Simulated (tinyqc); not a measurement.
Dopant mobility from one pulse.

Inverse problem. With linear drift and no window, R = Ron x + Roff (1 - x), dx/dt = k i, k = mv Ron/D^2, and so R^2 = R0^2 - 2 k (Roff - Ron) phi after the flux phi. Find x0, k, mv and the charge passed.

Values chosen for this exercise:

| symbol | value | unit | meaning |
|---|---|---|---|
| Ron | 500 | ohm | resistance of the fully doped film |
| Roff | 40000 | ohm | resistance of the undoped film |
| D | 10 | nm | film thickness |

R before and after a pulse of flux 0.087 V s (ohm): [31310, 23099.158]

Answer. R^2 is linear in the flux and R is linear in the charge.

x0 = 0.220
k = 6.50e4 1/C
mv = 1.30e-14 m^2/(V s)
charge = 3.20 uC

Program tinyqc, `OMP_NUM_THREADS=1 python tinyqc.py 2880038 2880039 out.jsonl`; Intel Xeon 2.30GHz, shared host, one thread, about 0.1 s.
